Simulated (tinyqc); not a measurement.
What moves the results: polar nitride quantum well with polarisation fields. A value that a table varies takes the place of the one given here.

Growth along [0001]. e_par = (a_sub - a)/a, Ppz = 2 e_par (e31 - e33 C13/C33), P = Psp + Ppz in each layer; strain relaxation and the strain shift of the gaps are left out, although thick layers with more than about 1 % mismatch would relax.

In a periodic stack without free charge the potential drop over a period vanishes: F_w = (P_b - P_w) Lb/(eps0 (eps_w Lb + eps_b Lw)), F_b = -F_w Lw/Lb, eps0 = 8.8541878e-12 F/m; 1 MV/cm = 1e8 V/m = 0.01 V/angstrom.

Envelope functions on cells of 0.25 angstrom over barrier, well, barrier (widths Lb, Lw, Lb), psi = 0 beyond, psi'/m continuous (mean mass between points), c = hbar^2/2m0. With u(z) the integral of e F (F_w in the well, F_b = -F_w Lw/Lb in the barriers, 1 MV/cm = 0.01 V/angstrom), zero at the centre of the well, the electron sees u plus Vc in the barriers and the hole -u plus Vv. The transition is Eg + E_e + E_h; excitons are left out.

Constants: hbar^2/2m0 = 3.80998211 eV angstrom^2; hc = 1239.841984 eV nm.

Values chosen for the exercise (near those of a GaN well in AlGaN; shifted at random, so the results belong to these values and not to a real crystal): a_w = 3.189 angstrom (lattice constant a, well); a_b = 3.149 angstrom (lattice constant a, barrier); a_sub = 3.189 angstrom (in-plane lattice constant of the stack); Psp_w = -0.0339 C/m^2 (spontaneous polarisation); Psp_b = -0.0588 C/m^2 (spontaneous polarisation); e31_w = -0.347 C/m^2; e31_b = -0.436 C/m^2; e33_w = 0.636 C/m^2; e33_b = 1.066 C/m^2; C_w = 0.269 (C13/C33); C_b = 0.276 (C13/C33); eps_w = 10.2 (dielectric constant); eps_b = 10.3 (dielectric constant); Lb = 100 angstrom (barrier width); Eg = 3.44 eV (gap of the well); Vc = 0.843 eV (conduction offset); Vv = 0.397 eV (valence offset); me = 0.2 m0 (electron, well); meb = 0.262 m0 (electron, barrier); mh = 1.72 m0 (hole, everywhere); Ls = (12, 18, 24, 30, 36, 45) angstrom (well widths); Lw = 39 angstrom (well width).

## Width of the well

Field, levels and overlap anew for each width.

Results:
```
Lw (angstrom)  F_w (MV/cm)  E (eV)  E without field (eV)  overlap^2  ln overlap^2
12                  -4.291  3.7570                3.8624      0.574         -0.56
18                  -4.071  3.4826                3.7037      0.265         -1.33
24                  -3.873  3.2600                3.6195     0.0830         -2.49
30                  -3.693  3.0633                3.5700     0.0189         -3.97
36                  -3.528  2.8844                3.5384    0.00329         -5.72
45                  -3.308  2.6433                3.5089   0.000164         -8.71
```

The red shift grows from 105 to 866 meV. The line drops below Eg between 18 and 24 angstrom, which a square well can never do. Over the last two rows dE/dLw = -26.8 meV per angstrom, against -|e F_w| = -33.1 in the last row; the field itself weakens by 23 % over the table, since a wider well shares the drop with the barrier. The overlap falls by a factor 3.49e+03.

## Screening the field

F_w = -3.4518 MV/cm

Carriers or a semipolar orientation reduce the field; here it is simply scaled in well and barrier.

Results:
```
share of the field  F_w (MV/cm)  E (eV)     nm  overlap^2  separation (angstrom)
1.0                      -3.452  2.8007  442.7     0.0013                   28.8
0.8                      -2.761  2.9898  414.7     0.0043                   27.2
0.6                      -2.071  3.1670  391.5      0.016                   25.0
0.4                      -1.381  3.3267  372.7      0.063                   21.7
0.2                      -0.690  3.4578  358.6       0.27                   16.1
0.0                       0.000  3.5268  351.6       0.98                    0.0
```

Full screening shifts the line by -91.1 nm (+726 meV). The first fifth of the screening gives 189 meV and the last fifth 69 meV; a purely quadratic shift would give a ratio of 9, a linear one 1, and here it is 2.7.

## What each parameter does

Polarisation, field, levels and overlap anew. Each row changes one parameter from the base and keeps the others.

Results:
```
case                    F_w (MV/cm)  E (eV)  overlap^2  red shift (meV)
base                         -3.452  2.8007     0.0013              726
Lw = 35 angstrom             -3.555  2.9132     0.0045              630
Lb = 85 angstrom             -3.288  2.8475     0.0017              679
a_sub = 3.199 angstrom       -3.562  2.7696     0.0011              757
Psp_b = -0.0647 C/m^2        -3.920  2.6672    0.00058              860
e33_w = 0.7 C/m^2            -3.452  2.8007     0.0013              726
eps_w = 11.2                 -3.225  2.8639     0.0019              663
mh = 1.2 m0                  -3.452  2.8241     0.0019              707
Vc = 0.717 eV                -3.452  2.7849     0.0011              739
```

The largest shifts from the base row, up to three for each result and ties (the steps differ in size, so this ranks the rows, not the parameters). F_w (MV/cm): Psp_b -0.469, eps_w +0.227, Lb +0.164; unchanged at the printed digits by e33_w, mh and Vc. E (eV): Psp_b -0.1335, Lw +0.1125, eps_w +0.0632; unchanged at the printed digits by e33_w. overlap^2: Lw +0.00321, Psp_b -0.000691, mh +0.000641; unchanged at the printed digits by e33_w. red shift (meV): Psp_b +134, Lw -96, eps_w -63; unchanged at the printed digits by e33_w.

Run: tinyqc, `OMP_NUM_THREADS=1 python tinyqc.py 1282027 1282028 out.jsonl`; Intel(R) Xeon(R) Processor @ 2.30GHz, one thread, shared host; about 0.1 s of CPU time with all checks.
